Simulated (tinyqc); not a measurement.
Worked calculation: scattering of inversion-layer electrons by surface optical phonons of the gate insulator (remote phonon scattering). Computed by tinyqc, a small Python program that keeps every step. Command: `OMP_NUM_THREADS=1 python tinyqc.py 3110863 3110864 out.jsonl sophonon walk`. One thread of a shared host (Intel(R) Xeon(R) Processor @ 2.30GHz), about 0.02 s of CPU time with the checks. Intermediate numbers are printed to about 7 digits and carried at full precision; extremes and crossings named in words are read from the listed rows.

One subband with the Fang-Howard envelope; insulator and channel are half-spaces, the gate is far away, and an interlayer only moves the polar surface away by t (its own modes and its permittivity contrast are left out).

Inputs (values chosen for the exercise, modelled on SiO2 on germanium):
```
quantity                                 value        unit
static constant of the insulator eps_0s   3.96           -
intermediate constant eps_i               3.06           -
optical constant eps_inf                  2.53           -
hbar omega_TO1                            56.7         meV
hbar omega_TO2                             141         meV
constant of the channel eps_s             16.2           -
in-plane mass m                          0.124         m_0
valleys g_v                                  4           -
sheet density n                          1e+12      1/cm^2
mean distance of the electrons z0 = 3/b    2.4          nm
interlayer thickness t                       0          nm
temperature T                              150           K
electron energy E                          120         meV
mobility from other processes              630  cm^2/(V s)
```

Screening by the channel electrons: static.

Constants: k_B = 8.617333262e-05 eV/K; hbar^2/(2 m_0) = 3.80998212 eV angstrom^2; e^2/(4 pi eps_0) = 14.39964548 eV angstrom; hbar = 6.582119569e-16 eV s; e = 1.602176634e-19 C; m_0 = 9.1093837015e-31 kg.

## Surface modes and strengths

eps(w) = eps_inf + (eps_0s - eps_i) w1^2/(w1^2 - w^2) + (eps_i - eps_inf) w2^2/(w2^2 - w^2). Surface modes solve eps(w) + eps_s = 0, a quadratic in w^2; the strength of a mode is g = 2/(w d eps/dw). Occupation N = 1/(exp(hbar w/(k_B T)) - 1).

hbar omega_SO (meV): 1 58.0024, 2 142.9988

strengths g: 1 0.002292025, 2 0.001495083

occupations N: 1 0.01137938, 2 0.00001568

hbar omega g (2 N + 1) (meV): 1 0.1359686, 2 0.2138018

The lower mode has the larger hbar omega g N, the prefactor of absorption before the dependence on q: 0.00151 and 3.35e-6 meV.

## The electron gas

Density of states D = g_v m/(pi hbar^2); eta = E_F/(k_B T) = ln(exp(n/(D k_B T)) - 1); screening wave number q_s = e^2 D/(2 eps_0 eps_avg) x 1/(1 + exp(-eta)), eps_avg = (eps_s + eps_inf)/2; b = 3/z0.

D = 2.071948e+14 1/(eV cm^2)

eta = -0.7926501

q_s = 0.6237350 1/nm

b = 1.25 1/nm

## Squared matrix elements

For a mode of strength g, without the occupation factor, Area x |M(q)|^2 = e^2 hbar w g/(2 eps_0 q) x (b/(b + q))^6 exp(-2 q t) / (1 + (q_s/q) H(q))^2, H = (1 + 9 x/8 + 3 x^2/8)/(1 + x)^3, x = q/b.

Area x |M|^2 (meV^2 nm^2):
```
q (1/nm)  (b/(b + q))^6  exp(-2 q t)    mode 1    mode 2
0.05          0.7903145            1  119.8354  192.7157
0.10          0.6301696            1  184.5377  296.7681
0.20          0.4104423            1  216.4723  348.1244
0.30          0.2750869            1  190.1385  305.7752
0.50          0.1328103            1  112.3313  180.6478
0.80          0.0513969            1   43.6089   70.1305
1.20          0.0176386            1   12.9720   20.8612
```

## Rates at the energy E

Approximate momentum relaxation rate, taking tau v alike in the initial and final states: 1/tau = (m/(2 pi hbar^3)) sum over modes and over absorption (N, E' = E + hbar w) and emission (N + 1, E' = E - hbar w > 0) of [(1 - f(E'))/(1 - f(E))] int_0^(2 pi) Area |M(q)|^2 (1 - cos theta) d theta, q^2 = k^2 + k'^2 - 2 k k' cos theta, f the Fermi function; 48 midpoints in theta from 0 to pi.

rates (1/ps): mode 1 absorption 0.00055576, mode 1 emission 0.09117420, mode 2 absorption 0.00000084, mode 2 emission 0.00000000

tau at E = 10901.46 fs

## Mobility

mu = (e/m) int tau E f (1 - f) dE/(k_B T int f dE), by 300 midpoints from 0 to (max(eta, 0) + 14) k_B T; Matthiessen sum with the other processes.

remote-phonon mobility = 6639032 cm^2/(V s)

total mobility = 629.9402 cm^2/(V s)

loss of mobility = 0.009488434 %

Caution: a relaxation time is only an approximation for inelastic scattering, and static or no screening brackets the true dynamic screening only roughly.

## What an interlayer buys

The formulas are those given above.

Against the interlayer thickness:
```
t (nm)  remote-phonon mobility (cm^2/(V s))  total (cm^2/(V s))
0.0                            6.639032e+06            629.9402
0.3                            9.786694e+06            629.9594
0.6                            1.429859e+07            629.9722
1.0                            2.333882e+07            629.9830
1.5                            4.189840e+07            629.9905
2.0                            7.286867e+07            629.9946
3.0                            2.010642e+08            629.9980
```

1 nm of interlayer raises the remote-phonon mobility by a factor 3.52, as exp(2 q t) with an effective q of 0.63 per nm; between 2 and 3 nm the effective q is 0.51. The total stays at 630 over the first nanometre.

Checks made by the program: sum of strengths against 1/(eps_s + eps_inf) - 1/(eps_s + eps_0s) (relative difference below 1e-10).
